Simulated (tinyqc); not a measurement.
Lattice vibrations of a chain, step by step. One step of it, computed by the program tinyqc.

Task: Dynamical matrix at q = 0.03. q is in units of 2 pi/a. A spring k from atom i to atom j, n cells on, adds k to Phi_ii and Phi_jj, -k exp(2 pi i q n) to Phi_ij and the conjugate to Phi_ji (for one atom a cell: 2k (1 - cos 2 pi q n)); D_ij = Phi_ij / sqrt(m_i m_j).

A chain moving along its axis:
```
atom,mass (u),spring to the next atom (eV/angstrom^2)
1,49.500000,28.400000
2,91.900000,12.000000
second neighbours,-,1.200000
```

Give: D(q).

Result:

D(q) (eV/(angstrom^2 u)):
```
,1,2
1,0.8170,-0.5958+0.0333i
2,-0.5958-0.0333i,0.4401
```
